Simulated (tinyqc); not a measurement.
# Capacitance measurement on a leaky thin oxide: effects of series resistance and leakage: what changes with what

The device is a capacitance C in parallel with a leakage conductance G, in series with Rs and Ls. An impedance meter reports either a parallel pair (Cp, Gp) from Y = 1/Z = Gp + i w Cp or a series pair (Cs, Rm) from Z = Rm + 1/(i w Cs); w = 2 pi f, dissipation D = Gp/(w |Cp|).

Inputs (values chosen for the exercise); values of the order met in thin-oxide MOS capacitors:
- eox = 3.9 (relative permittivity of the gate insulator (close to silicon dioxide))
- tox = 1.1 nm (insulator thickness)
- A = 100 um^2 (gate area)
- zc = 0.26 nm (oxide-equivalent thickness added by the accumulation layer)
- zp = 0 nm (oxide-equivalent thickness added by gate depletion)
- Jg = 0.018 A/cm^2 (gate leakage current density, not matched to the thickness)
- Vs = 0.16 V (voltage for an e-fold rise of the leakage)
- Rs = 240 ohm (series resistance)
- Ls = 39 nH (series inductance)
- f = 1e5 Hz (measuring frequency)

Constants: eps0 = 8.8541878128e-14 F/cm where lengths are in cm. Results are converted to the units shown.

Each table varies one quantity; the others keep the values above.

## Readings against frequency

EOT = 3.9 tox/eox; CET = EOT + zc + zp; C = 3.9 eps0 A/CET; G = Jg A/Vs. Z = Rs + i w Ls + 1/(G + i w C); CET read from Cp = 3.9 eps0 A/Cp; errors under 0.001 % are printed as 0.

The same in every row: C (pF) = 2.539.

Readings against frequency:

| f (Hz) | Cp (pF) | Cs (pF) | D | error of Cp (%) | error of Cs (%) | CET read from Cp (nm) |
|---|---|---|---|---|---|---|
| 1000 | 2.539 | 128.8 | 7.052 | -5.40e-3 | 4970 | 1.360 |
| 3000 | 2.539 | 16.57 | 2.351 | -5.40e-3 | 553 | 1.360 |
| 10000 | 2.539 | 3.802 | 0.7052 | -5.40e-3 | 49.7 | 1.360 |
| 30000 | 2.539 | 2.679 | 0.2352 | -5.40e-3 | 5.53 | 1.360 |
| 1e5 | 2.539 | 2.552 | 0.07090 | -5.41e-3 | 0.497 | 1.360 |
| 3e5 | 2.539 | 2.540 | 0.02466 | -5.50e-3 | 0.0553 | 1.360 |
| 1e6 | 2.539 | 2.539 | 0.01088 | -6.47e-3 | 5.36e-3 | 1.360 |
| 3e6 | 2.539 | 2.539 | 0.01384 | -0.0151 | 4.07e-3 | 1.360 |
| 1e7 | 2.536 | 2.540 | 0.03901 | -0.113 | 0.0392 | 1.362 |
| 3e7 | 2.514 | 2.548 | 0.1155 | -0.968 | 0.353 | 1.373 |

D goes from 7.05 through a minimum of 0.0109 (at f = 1e6 Hz among the rows listed) to 0.116; without inductance its minimum lies at f = sqrt(G (1 + G Rs)/Rs)/(2 pi C) = 1.36e6 Hz. The error of Cp goes from -0.00540 to -0.968 % and that of Cs from 4970 to 0.353 %; at low frequency Cp tends to C/(1 + G Rs)^2 and Cs grows as 1 + (G/(w C))^2. One of the two readings is within 2 % of C for f = 1000, 3000, 10000, 30000, 1e5, 3e5, 1e6, 3e6, 1e7, 3e7 Hz. For f = 1000, 3000 D exceeds 1, where the accuracy of real meters degrades in proportion to sqrt(1 + D^2).

## Effect of the gate leakage current density, not matched to the thickness

Same model as above.

The same in every row: C (pF) = 2.539.

Effect of the gate leakage current density, not matched to the thickness:

| Jg (A/cm^2) | Cp (pF) | Cs (pF) | D | error of Cp (%) | error of Cs (%) | CET read from Cp (nm) |
|---|---|---|---|---|---|---|
| 1e-5 | 2.539 | 2.539 | 4.221e-4 | 0 | 0 | 1.360 |
| 0.0001 | 2.539 | 2.539 | 7.746e-4 | 0 | 0 | 1.360 |
| 0.001 | 2.539 | 2.539 | 0.004301 | 0 | 1.54e-3 | 1.360 |
| 0.02 | 2.539 | 2.555 | 0.07874 | -6.01e-3 | 0.614 | 1.360 |
| 0.2 | 2.538 | 4.098 | 0.7841 | -0.0600 | 61.4 | 1.361 |
| 2 | 2.524 | 158.4 | 7.859 | -0.598 | 6140 | 1.368 |
| 30 | 2.324 | 3.509e4 | 122.9 | -8.48 | 1.38e6 | 1.486 |
| 300 | 1.142 | 3.707e6 | 1801 | -55.0 | 1.46e8 | 3.023 |

Read the table: what changes, and by how much?

As Jg goes from 1e-5 to 300, the error of Cp goes from 0 to -55.0 %, that of Cs from 0 to 1.46e8 %, and D rises from 4.22e-4 to 1800. The CET read from Cp goes from 1.36 to 3.02 nm against the true 1.36 nm. For Jg = 2, 30, 300 D exceeds 1, where the accuracy of real meters degrades in proportion to sqrt(1 + D^2).

Program tinyqc, `OMP_NUM_THREADS=1 python tinyqc.py 2022131 2022132 out.jsonl`; Intel Xeon 2.30GHz, shared host, one thread, about 0.01 s.
